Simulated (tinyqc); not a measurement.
Energy relaxation with and without hot phonons: decay of LO phonons and the hot-phonon bottleneck in the cooling of electrons. Computed by tinyqc, a small Python program. Command: `OMP_NUM_THREADS=1 python tinyqc.py 3003776 3003777 out.jsonl hotphonon walk`. One thread of a shared host (Intel(R) Xeon(R) Processor @ 2.30GHz), about 0.01 s of CPU time with the checks.

n(E, T) = 1/(exp(E/(k_B T)) - 1) is the Bose occupation. Electrons have a temperature T_e; the LO modes within their reach share one occupation N; the decay products stay at the lattice temperature.

Inputs (values chosen for the exercise, modelled on indium phosphide):

| quantity | value | unit |
|---|---|---|
| LO energy hbar omega | 41.8 | meV |
| lifetime at T = 0, tau_0 | 13 | ps |
| share f of the energy in the softer product | 0.2 | - |
| lattice temperature T | 500 | K |
| electron mass m* | 0.0802 | m_0 |
| eps_inf | 9.76 | - |
| static dielectric constant eps_s | 12.8 | - |
| electron density n | 9.6e+17 | 1/cm^3 |
| density of LO modes that the electrons reach, N_m | 1.1e+19 | 1/cm^3 |

Decay channel: two unequal phonons (Ridley).

Constants: k_B = 8.617333262e-05 eV/K; c = 299792458 m/s; e^2/(4 pi eps_0) = 14.39964548 eV angstrom; hbar^2/(2 m_0) = 3.80998212 eV angstrom^2; hbar = 6.582119569e-16 eV s; e = 1.602176634e-19 C; k_B = 1.380649e-23 J/K.

Method:
- Decay rate 1/tau = (1/tau_0) [1 + n(f hbar omega) + n((1 - f) hbar omega)].
- Full width Gamma = 1/(2 pi c tau) in 1/cm, c in cm/s.
- Froehlich coupling alpha = (e^2/(4 pi eps_0)) (1/eps_inf - 1/eps_s) k_0/(2 hbar omega), k_0 = sqrt(m* hbar omega/(hbar^2/(2 m_0))); emission time tau_sp = hbar/(2 alpha hbar omega); bottleneck ratio r = (n/N_m) tau/tau_sp.
- Net emission per electron: [(N + 1) x - N]/tau_sp with x = exp(-hbar omega/(k_B T_e)), a simple two-level balance; steady state of the modes: n [(N + 1) x - N]/tau_sp = N_m (N - N_0)/tau; power per electron P = hbar omega [(N + 1) x - N]/tau_sp.
- P(T_e) = (hbar omega/tau_sp) [(N_0 + 1) x - N_0]/[1 + r (1 - x)], and r = 0 without hot phonons; energy relaxation time tau_E = (3/2) k_B (T_e - T)/P.

emission time tau_sp = 63.3266 fs

equilibrium LO occupation N_0 = 0.610386

bottleneck ratio r = 2.74673

phonon lifetime tau = 1.99308 ps

Cooling:

| T_e (K) | P, cold phonons (nW) | P, hot phonons (nW) | ratio | tau_E (ps) | N |
|---|---|---|---|---|---|
| 530 | 3.6439 | 1.3767 | 2.6469 | 0.45130 | 0.64614 |
| 580 | 9.2423 | 3.6151 | 2.5566 | 0.45829 | 0.70428 |
| 650 | 16.197 | 6.6262 | 2.4444 | 0.46882 | 0.78249 |
| 800 | 28.324 | 12.595 | 2.2488 | 0.49327 | 0.93752 |
| 1000 | 40.299 | 19.603 | 2.0557 | 0.52822 | 1.1195 |
| 1300 | 52.717 | 28.413 | 1.8554 | 0.58311 | 1.3483 |
| 1800 | 65.524 | 39.739 | 1.6488 | 0.67748 | 1.6425 |
| 2500 | 75.719 | 51.009 | 1.4844 | 0.81201 | 1.9352 |

What does the comparison show, and why?

Reabsorption cuts the loss by a factor 2.65 at the lowest T_e and 1.48 at the highest; the factor is 1 + r (1 - x) with r = 2.75. tau_E runs from 0.45 to 0.81 ps, with its shortest value, 0.45 ps, at T_e = 530 K, against tau_sp = 63 fs and a phonon lifetime of 2.0 ps. Pauli blocking is left out, as are upper valleys and non-parabolic bands, which can matter above about 1000 K.

Extremes, crossings and ranges named in words are read from the listed rows.
